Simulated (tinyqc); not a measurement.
## Permittivity and interface capacitance from two thicknesses

Inverse problem. 1/C = t/(eps0 ek) + 2/ci for planar capacitors that differ only in thickness. Find ek, ci and the EOT of the interfaces, 2 x 3.9 eps0/ci.

Constants: eps0 = 8.8541878128e-14 F/cm where lengths are in cm. Results are converted to the units shown.

C at t = 16 and 47 nm (uF/cm^2): [0.36607380, 0.12468108]

Solution. 1/C is a straight line in t: the slope gives ek and the intercept 2/ci. A single thickness would give only the effective permittivity; when the interfaces are a small part of 1/C, ci needs very accurate data.

ek = 6.62
ci = 1.00e3 uF/cm^2
EOT of the interfaces = 0.00691 nm

Numbers from tinyqc (`OMP_NUM_THREADS=1 python tinyqc.py 2102044 2102045 out.jsonl`; about 0.01 s on one thread of a shared Intel Xeon 2.30GHz).
